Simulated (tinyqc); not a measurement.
Inside a calculation. Method: plane-wave Kohn-Sham cycle with exchange-only LDA in a layered model solid. One step of it, computed by the program tinyqc.

Problem. Iteration 2: levels at that k. Diagonalise the Hermitian matrix.

H (hartree):
```
           -3         -2         -1         +0         +1         +2         +3
-3   0.395151  -0.262476   0.002725  -0.000075   0.000245   0.000167   0.000026
-2  -0.262476   0.054894  -0.262476   0.002725  -0.000075   0.000245   0.000167
-1   0.002725  -0.262476  -0.142097  -0.262476   0.002725  -0.000075   0.000245
+0  -0.000075   0.002725  -0.262476  -0.195821  -0.262476   0.002725  -0.000075
+1   0.000245  -0.000075   0.002725  -0.262476  -0.106280  -0.262476   0.002725
+2   0.000167   0.000245  -0.000075   0.002725  -0.262476   0.126527  -0.262476
+3   0.000026   0.000167   0.000245  -0.000075   0.002725  -0.262476   0.502601
```

Give: eigenvalues.

Solution.

eigenvalues (hartree): -0.586  -0.333  -0.094  0.131  0.285  0.569  0.663
